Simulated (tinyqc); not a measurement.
Changing the share x of the charge in a wide tail: correction of a charged-defect supercell by a model charge and potential alignment (plane-averaged potentials). Computed by tinyqc, a small Python program. Command: `OMP_NUM_THREADS=1 python tinyqc.py 3110486 3110487 out.jsonl align sweep`. One thread of a shared host (Intel(R) Xeon(R) Processor @ 2.30GHz), about 0.02 s of CPU time with the checks.

The "true" defect charge is (1 - x) q in a Gaussian of width sigma plus x q in one of width sigma_t, so the exact answer is known; the correction sees only a single model Gaussian of width sigma_m. A Gaussian of width s has the transform rho(G) = exp(-G^2 s^2/2), normalised to 1. A uniform background cancels q, so G = 0 is left out. Potentials are those felt by a unit positive charge. E_0 is the formation energy of the isolated defect, E_cell its value in the supercell, E_lat = E_iso - E_per of the model charge, C the true less the model potential far from the defect; the exact correction is E_0 - E_cell, and the error of a scheme is E_cell plus its correction less E_0.

Inputs (values chosen for the exercise, with screening close to that of Al2O3):
```
quantity,value,unit
defect charge q,1,e
dielectric constant eps,8.82,-
edge of the cubic cell L,16.4,angstrom
width sigma of the true defect charge,1.5,angstrom
width sigma_m of the model charge,1.4,angstrom
width sigma_t of the tail,2.7,angstrom
formation energy of the isolated defect E_0,2.37,eV
```

Constants: e^2/(4 pi eps_0) = 14.39964548 eV angstrom.

Method:
- Periodic energy E_per = (2 pi q^2/(eps L^3)) (e^2/(4 pi eps_0)) sum_(G != 0) rho(G)^2/G^2, G = (2 pi/L)(n1, n2, n3), |n_i| <= 16. Isolated energy: two Gaussians of charges q_a, q_b and widths a, b interact by q_a q_b (e^2/(4 pi eps_0 eps)) sqrt(2/pi)/sqrt(a^2 + b^2), and the self-energy is half the sum over pairs.
- Supercell value E_cell = E_0 + E_per - E_iso for the true charge.
- E_lat = E_iso - E_per for the model charge; point-charge value alpha q^2 e^2/(4 pi eps_0 eps 2 L) with alpha = 2.837297.
- Plane-averaged potential at distance z from the defect: V(z) = (4 pi q/(eps L^3)) (e^2/(4 pi eps_0 e)) sum_(m != 0) rho(G_m) cos(G_m z)/G_m^2, G_m = 2 pi m/L, |m| <= 40.
- C = difference at z = L/2; E_corr = E_cell + E_lat - q C. For charges that have died out at L/2, C = (2 pi q/(eps L^3)) (e^2/(4 pi eps_0 e)) (<s^2> - sigma_m^2), <s^2> = (1 - x) sigma^2 + x sigma_t^2.

One run for each value:
```
share x of the charge in a wide tail,alignment C (V),error without alignment (meV),error with alignment (rounded to 1e-4 meV) (meV),exact correction (eV)
0.000,0.000674,0.674,0.0000,0.1360
0.071,0.001497,1.507,0.0098,0.1352
0.140,0.002296,2.315,0.0192,0.1344
0.210,0.003107,3.136,0.0287,0.1335
0.290,0.004033,4.073,0.0396,0.1326
0.360,0.004844,4.893,0.0490,0.1318
0.430,0.005655,5.713,0.0584,0.1310
0.500,0.006466,6.534,0.0677,0.1301
```

Over the rows, alignment C (V) rises from 6.74e-4 to 0.00647; error without alignment (meV) rises from 0.674 to 6.53; error with alignment (rounded to 1e-4 meV) (meV) rises from 0 to 0.0677.
